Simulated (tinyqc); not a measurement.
X-ray reflectivity of a thin film on silicon: critical angles, Parratt recursion, fringes and roughness. Changing the roughness of the interface sigma_2. Computed by tinyqc, a small Python program. Command: `OMP_NUM_THREADS=1 python tinyqc.py 3120992 3120993 out.jsonl xrr sweep`. One thread of a shared host (Intel(R) Xeon(R) Processor @ 2.30GHz), about 0.01 s of CPU time with the checks.

n = 1 - delta + i beta; the classical electron radius is r_e = 2.8179403e-6 nm. Layer 0 is vacuum, 1 the film, 2 the substrate.

Inputs (values chosen for the exercise, modelled on Al2O3 on silicon, copper K-alpha radiation):
```
quantity                                        value     unit
wavelength lambda                             0.15406       nm
film density rho                                 3.08   g/cm^3
effective electrons per unit mass, film         0.494    mol/g
beta/delta, film                                0.012        -
film thickness d                                 15.2       nm
roughness of the surface sigma_1                 0.59       nm
substrate density                                2.33   g/cm^3
effective electrons per unit mass, substrate    0.507    mol/g
beta/delta, substrate                           0.023        -
grazing angle theta                              1.35  degrees
```

Constants: N_A = 6.02214076e+23 1/mol.

Method:
- delta = r_e lambda^2 rho_e/(2 pi), rho_e = density x electrons per mass x N_A; critical angle sqrt(2 delta), q_c = 4 sqrt(pi r_e rho_e).
- k_j = (2 pi/lambda) sqrt(sin^2 theta - 2 delta_j + 2 i beta_j); r_ij = (k_i - k_j)/(k_i + k_j) x exp(-2 k_i k_j sigma^2) (Nevot-Croce); r = (r_01 + r_12 p)/(1 + r_01 r_12 p), p = exp(2 i k_1 d); R = |r|^2.
- Far above the critical angle the period is d theta = lambda/(2 d), or 2 pi/d in q; the envelope runs between (|r_01| - |r_12 p|)^2 and (|r_01| + |r_12 p|)^2; contrast = 2 a b/(a^2 + b^2) with a = |r_01|, b = |r_12 p|; roughness factors on the amplitudes are about exp(-q^2 sigma^2/2).

One run for each value:
```
roughness of the interface sigma_2 (nm)  contrast  roughness factor, interface  reflectivity R
0.0                                       0.71848                       1.0000      4.3914e-05
0.2                                       0.68273                       0.9288      4.2183e-05
0.4                                       0.57800                       0.7442      3.7858e-05
0.6                                       0.42409                       0.5144      3.2797e-05
0.8                                       0.26491                       0.3067      2.8525e-05
1.0                                       0.14095                       0.1578      2.5624e-05
1.2                                       0.06441                       0.0700      2.3965e-05
1.4                                       0.02543                       0.0268      2.3152e-05
1.6                                       0.00870                       0.0089      2.2808e-05
```

What does the table show?

Over the rows, contrast falls from 0.718 to 0.00870; roughness factor, interface falls from 1.00 to 0.00885; reflectivity R falls from 4.39e-5 to 2.28e-5.
